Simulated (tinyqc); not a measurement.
Dopants and charged point defects at anneal temperature: Fermi-level effect, clustering and pairing: one step, computed by the program tinyqc.

Boltzmann statistics and full ionisation of active dopants. Energies are counted from the valence band; the defect (a vacancy or self-interstitial) has five charge states, with all degeneracy factors one.

Task: The host at the anneal temperature. E_g = E_g0 - alpha T^2/(T + beta). N_c = 2 M_c (2 pi m_e k_B T/h^2)^(3/2) and N_v = 2 (2 pi m_h k_B T/h^2)^(3/2), masses in units of m_0. n_i = sqrt(N_c N_v) exp(-E_g/2 k_B T); E_i = E_g/2 + (k_B T/2) ln(N_v/N_c).

Inputs (values chosen for the exercise, with bands modelled on germanium):

| quantity | value | unit |
|---|---|---|
| gap at 0 K E_g0 | 0.741 | eV |
| Varshni alpha | 0.000487 | eV/K |
| Varshni beta | 243 | K |
| electron mass m_e | 0.226 | m_0 |
| valleys M_c | 4 | - |
| hole mass m_h | 0.342 | m_0 |
| anneal temperature T | 930 | K |

Dopant: donor. Second part: clustering of the dopant.

Constants: m_0 = 9.1093837015e-31 kg; k_B = 1.380649e-23 J/K; h = 6.62607015e-34 J s; k_B = 8.617333262e-05 eV/K.

Give: E_g; k_B T; n_i; E_i; effective density of states N_b of the majority band.

Result:

E_g = 0.38192 eV

k_B T = 0.080141 eV

n_i = 3.7062e+18 cm^-3

E_i = 0.16031 eV

effective density of states N_b of the majority band = 5.8862e+19 cm^-3
